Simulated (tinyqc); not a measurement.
Keating valence-force model of a tetrahedral crystal: one step, computed by the program tinyqc. Command: `OMP_NUM_THREADS=1 python tinyqc.py 3009462 3009463 out.jsonl keating walk`. One thread of a shared host (Intel(R) Xeon(R) Processor @ 2.30GHz), about 0.02 s of CPU time with the checks.

Atom A sits at 0 and atom B at a/4 (1,1,1) of an fcc lattice; the four bonds from A are t = a/4 (1,1,1), a/4 (1,-1,-1), a/4 (-1,1,-1), a/4 (-1,-1,1), of length d = sqrt(3) a/4. Energy: E = (3 alpha/(8 d^2)) sum over bonds (r.r - d^2)^2 + (3 beta/(8 d^2)) sum over pairs of bonds at one atom (r_i.r_j + d^2/3)^2, with beta_A for the six pairs at A and beta_B for the six at B. The cell holds two atoms, Omega = a^3/4. 1 N/m = 1 J/m^2. With constants fitted to the elastic moduli this model puts optical and zone-boundary frequencies of real crystals too high, by up to about 20 % in elemental crystals and up to about 50 % in compounds, and mostly by more for TA modes; in compounds the lattice part of the static dielectric constant then comes out too low.

Question. Elastic constants and internal strain. beta = (beta_A + beta_B)/2; C11 = (alpha + 3 beta)/a, C12 = (alpha - beta)/a, C44 = 4 alpha beta/(a (alpha + beta)); with the two sublattices clamped C44(0) = (alpha + beta)/a; internal-strain parameter zeta = (alpha - beta)/(alpha + beta); B = (C11 + 2 C12)/3.

Inputs (values chosen for the exercise, modelled on gallium phosphide): lattice constant a = 5.451 angstrom; bond stretching alpha = 49.1 N/m; bond bending beta_A = 9.58 N/m; bond bending beta_B = 11.3 N/m.

Structure: zinc blende.

Give: C11; C12; C44; clamped C44(0); internal-strain parameter zeta; bulk modulus B.

Answer.

C11 = 147.53 GPa

C12 = 70.923 GPa

C44 = 63.177 GPa

clamped C44(0) = 109.23 GPa

internal-strain parameter zeta = 0.64931

bulk modulus B = 96.459 GPa

Letting the sublattices shift lowers C44 by 42 %, which is zeta^2. A shear is shared between bond lengths and angles. The model fixes 2 C44 (C11 + C12)/((C11 - C12)(C11 + 3 C12)) = 1.000 whatever alpha and beta are.
